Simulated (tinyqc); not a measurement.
p-n diode, drift-diffusion by the Gummel loop with Scharfetter-Gummel fluxes: one step of the calculation.

Abrupt junction at x = 0, p side from -Lp, n side to Ln, ohmic contacts. psi is counted from the intrinsic level; n = ni exp((psi - phin)/Vt), p = ni exp((phip - psi)/Vt). Contacts: p side psi = V - Vt ln(Na/ni), p = Na, n = ni^2/Na; n side psi = Vt ln(Nd/ni), n = Nd, p = ni^2/Nd. Constant mobilities, D = mu Vt, Boltzmann statistics, SRH recombination through a mid-gap level, U = (n p - ni^2)/(tp (n + ni) + tn (p + ni)). Current is positive from the p contact to the n contact.

Question. Recombination and current. U_i as defined. J = Jn at the p contact + Jp at the n contact + q sum w_i U_i - q G sum w_i over the inner nodes, which avoids differences of large majority fluxes: Jn = (q mun Vt/h_0)[n_1 B(d_0) - n_0 B(-d_0)], Jp = (q mup Vt/h_last)[p_(N-1) B(d_last) - p_N B(-d_last)], d_i = (psi_(i+1) - psi_i)/Vt, B(d) = d/(exp(d) - 1), w_i = (h_(i-1) + h_i)/2.

Values chosen for this exercise; band and dielectric values close to those of silicon:

| symbol | value | unit | meaning |
|---|---|---|---|
| T | 300 | K | temperature |
| mun | 1000 | cm^2/(V s) | electron mobility |
| mup | 340 | cm^2/(V s) | hole mobility |
| tn | 4e-7 | s | SRH lifetime of electrons |
| tp | 1e-7 | s | SRH lifetime of holes |
| G | 0 | cm^-3 s^-1 | uniform generation rate |

Constants: q = 1.602176634e-19 C, kB = 1.380649e-23 J/K, Vt = kB T/q. Results are converted to the units shown.

```
node,x (nm),converged psi (V),converged n (cm^-3),converged p (cm^-3)
0,-970,-0.09932438,8034.4444,9.5e15
1,-726,-0.09932336,6.0254380e7,9.4996252e15
2,-527,-0.09929675,1.0947867e8,9.4898519e15
3,-365,-0.09881219,1.5193134e8,9.3136337e15
4,-232,-0.09271121,2.2941600e8,7.3557560e15
5,-124,-0.04422703,1.5752209e9,1.1275322e15
6,-36,0.10791168,5.6777235e11,3.1355271e12
7,36,0.31772483,1.9005615e15,9.3590289e8
8,127,0.37350962,1.6444667e16,1.0480635e8
9,242,0.37831389,1.9803108e16,7.7593914e7
10,388,0.37856136,1.9993586e16,6.3803856e7
11,572,0.37856948,1.9999867e16,4.7281983e7
12,805,0.37856965,1.9999998e16,2.6408242e7
13,1100,0.37856965,2e16,3816.3611
```

ni = 8.7365452e9 cm^-3

Give: U; Jn at the p contact; Jp at the n contact; recombination; generation; J.

Answer.

```
node,U (cm^-3 s^-1)
0,0
1,1.506e14
2,2.737e14
3,3.798e14
4,5.735e14
5,3.938e15
6,1.353e18
7,9.358e15
8,1.048e15
9,7.759e14
10,6.380e14
11,4.728e14
12,2.640e14
13,0
```

Jn at the p contact = 1.023e-5 A/cm^2
Jp at the n contact = 1.260e-6 A/cm^2
recombination = 1.764e-6 A/cm^2
generation = 0 A/cm^2
J = 1.325e-5 A/cm^2

Numbers from tinyqc (`OMP_NUM_THREADS=1 python tinyqc.py 2240113 2240114 out.jsonl`; about 0.2 s on one thread of a shared Intel Xeon 2.30GHz).
